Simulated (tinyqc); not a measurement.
One share for all, or one for each: linear model of a band gap against the share of exact exchange.

E(alpha) = E0 + S alpha. A wider gap screens less, modelled in the Penn form eps(alpha) = 1 + (e0 - 1)(EP/(EP + S alpha))^2 with a scale EP chosen for the exercise. A dielectric-dependent hybrid takes alpha = 1/eps.

Errors of the gap (eV) against each target; e0, EP, S and the gaps are values chosen for the exercise.

Results:
```
case        E0 (eV)  S (eV)     e0  EP (eV)  target Et (eV)  alpha needed  error, alpha = 0  error, 0.25  error, self-consistent
like GaAs      0.52    5.81  12.32      9.6            1.50         0.169             -0.98         0.47                   -0.46
like TiO2      1.88    8.23   7.88     14.0            3.33         0.176             -1.45         0.61                   -0.25
like HfO2      4.01    8.31   5.00     16.8            5.76         0.211             -1.75         0.33                    0.23
like GaN       1.83    7.06   5.78     19.0            3.47         0.232             -1.64         0.12                   -0.27
like Si        0.60    4.60  13.10     10.1            1.16         0.122             -0.56         0.59                   -0.18
like SiC       2.18    6.50   7.13     17.6            3.30         0.172             -1.12         0.51                   -0.12
like Al2O3     6.17   10.29   3.47     25.7            8.64         0.240             -2.47         0.10                    1.07
```

Mean absolute errors: 1.42, 0.39 and 0.37 eV for alpha = 0, 0.25 and the self-consistent value. A fixed quarter overshoots for GaAs, TiO2, HfO2, GaN, Si, SiC and Al2O3 and falls short for none of them; the alpha needed runs between 0.122 and 0.240 and its correlation with 1/e0 over these cases is 0.87.

(tinyqc, `OMP_NUM_THREADS=1 python tinyqc.py 1880794 1880795 out.jsonl`, Intel(R) Xeon(R) Processor @ 2.30GHz, 1 thread, shared host, about 0.01 s.)
